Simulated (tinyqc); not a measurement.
A stack of flat layers between unequal leads with mass mismatch, transfer matrices: one step of the calculation.

One electron of energy E comes from the left lead (band edge 0); no transverse momentum. Parabolic bands, masses in units of m0, C = hbar^2/(2 m0); psi and psi'/m are continuous at every interface. The layers follow each other from left to right, then the right lead.

Problem. Product of the matrices. The matrix of the later layer stands to the left: M = M_n ... M_2 M_1; det M = 1.

M of layer 1:
```
            1            2
1  0.89785057  0.031868512
2  -6.0832569   0.89785057
```

M of layer 2:
```
            1            2
1  0.44617414  0.096898421
2  -8.2656521   0.44617414
```

M of layer 3:
```
           1           2
1  1.0730513  0.11266572
2  1.3441452   1.0730513
```

Wanted: M.

Solution.

M:
```
        1       2
1  -1.345  0.1241
2  -11.13  0.2833
```

Range of the model: Masses are held fixed, although real bands cease to be parabolic a few tenths of an eV from their edges (inside a barrier too).

Computed by the program tinyqc: `OMP_NUM_THREADS=1 python tinyqc.py 2560123 2560124 out.jsonl`, one thread of a shared Intel Xeon 2.30GHz, about 0.01 s for the whole run.
